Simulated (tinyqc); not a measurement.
## Bandgap voltage reference from two bipolar transistors: effect of the offset of the amplifier

Two transistors of area 1 and N carry the same current I. Is(T) = Is (T/T0)^eta exp[(Vg0 q/kB)(1/T0 - 1/T)], VBE1 = Vt ln(I/Is(T)) + I rb, VBE2 = Vt ln(I/(N Is(T))) + I rb/N. The amplifier forces I R1(T) = VBE1 - VBE2 + Vos, with R(T) = R (1 + tc (T - T0)) for both resistors, and the output is Vref = VBE1 + I R2(T). Base currents and the Early effect are neglected.

Vt = kB T/q; I = (Vt ln N + Vos)/(R1(T) - rb (1 - 1/N)). Box coefficient: span of Vref between 233 and 398 K over its average over T and over 165 K. The last column is the R2 that gives zero slope at T0.

Inputs (values chosen for the exercise); values of the order met in silicon bipolar transistors:
- T0 = 300 K (reference temperature)
- Vg0 = 1.175 V (band-gap voltage extrapolated to 0 K)
- eta = 4.1 (temperature exponent of the saturation current)
- Is = 3e-16 A (saturation current of the unit transistor at T0)
- N = 15 (area ratio of the second transistor)
- R1 = 6 kohm (resistor across which the difference of VBE falls, at T0)
- tc = 0 ppm/K (temperature coefficient of both resistors)
- rb = 0 ohm (series resistance of the unit transistor)
- R2 = 50.87 kohm (output resistor at T0)

Constants: q = 1.602176634e-19 C, kB = 1.380649e-23 J/K. Results are converted to the units shown.

Result of one run:
```
I at T0 (uA)  Vref at T0 (V)  slope at T0 (uV/K)  box coefficient (ppm/K)  R2 for zero slope (kohm)
12.50                  1.268              -103.8                    90.23                     53.54
```

Which offset of the amplifier Vos gave this result: -1, 0, 1 or 5 mV?

Vos = 5 mV.

The whole series:
```
Vos (mV)  I at T0 (uA)  Vref at T0 (V)  slope at T0 (uV/K)  box coefficient (ppm/K)  R2 for zero slope (kohm)
-5               10.83           1.180              -103.8                    96.98                     53.54
-3               11.17           1.197              -103.9                    95.67                     53.54
-1               11.50           1.215              -104.0                    94.33                     53.54
0                11.67           1.224              -104.0                    93.65                     53.54
1                11.83           1.233              -104.0                    92.97                     53.54
3                12.17           1.250              -104.0                    91.61                     53.54
5                12.50           1.268              -103.8                    90.23                     53.54
```

As Vos goes from -5 to 5, Vref rises from 1.180 to 1.268 V and the box coefficient falls from 97.0 to 90.2 ppm/K. Each mV of offset moves Vref by 8.85 mV, about R2/R1 = 8.48 plus the change of VBE1 with the current.

Program tinyqc, `OMP_NUM_THREADS=1 python tinyqc.py 2062156 2062157 out.jsonl`; Intel Xeon 2.30GHz, shared host, one thread, about 0.02 s.
